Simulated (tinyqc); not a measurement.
What moves the count of states: density of states of one tight-binding band on the triangular lattice.

E(k) = -2 t (cos 2 pi k1 + cos 2 pi k2 + cos 2 pi (k1 + k2)); k in fractions of the reciprocal vectors, mesh k_i = j/N with j = 0 .. N-1. Densities are per cell and per spin, so the band holds one state.

Each cell of the mesh is cut along (i+1, j)-(i, j+1) into two triangles. For corner energies e1 <= e2 <= e3 and eij = ei - ej, the share of the triangle below E is n = (E - e1)^2/(e21 e31) for e1 < E < e2 and n = 1 - (e3 - E)^2/(e31 e32) for e2 < E < e3; its density of states is g = dn/dE.

Gaussian broadening: g(E) = mean over the mesh of exp(-(E - E_k)^2/(2 sigma^2))/(sigma sqrt(2 pi)), n(E) = mean of erfc((E_k - E)/(sigma sqrt 2))/2.

Parameters, chosen for this exercise:
```
symbol  value  unit  meaning
t       2.21   eV    nearest hopping
E       -6.93  eV    energy at which the density is wanted
sigma   0.663  eV    Gaussian width
```

Linear method and Gaussian sum with N = 48.

Results for these values:
```
case  n linear  g linear (1/eV)  n Gaussian  g Gaussian (1/eV)
base    0.1508           0.0277      0.1514             0.0278
```

What happens to each result for t = 2.431 eV, all else kept?

Answer: n linear rises from 0.1508 to 0.1686; g linear falls from 0.0277 to 0.0262; n Gaussian rises from 0.1514 to 0.1692; g Gaussian falls from 0.0278 to 0.0262.

The same for each parameter in turn:
```
case              n linear  g linear (1/eV)  n Gaussian  g Gaussian (1/eV)
base                0.1508           0.0277      0.1514             0.0278
t = 2.431 eV        0.1686           0.0262      0.1692             0.0262
E = -6.709 eV       0.1570           0.0281      0.1576             0.0281
sigma = 1.326 eV    0.1508           0.0277      0.1524             0.0279
```

tinyqc: `OMP_NUM_THREADS=1 python tinyqc.py 1681363 1681364 out.jsonl`; about 0.09 s, one thread, shared Intel(R) Xeon(R) Processor @ 2.30GHz.
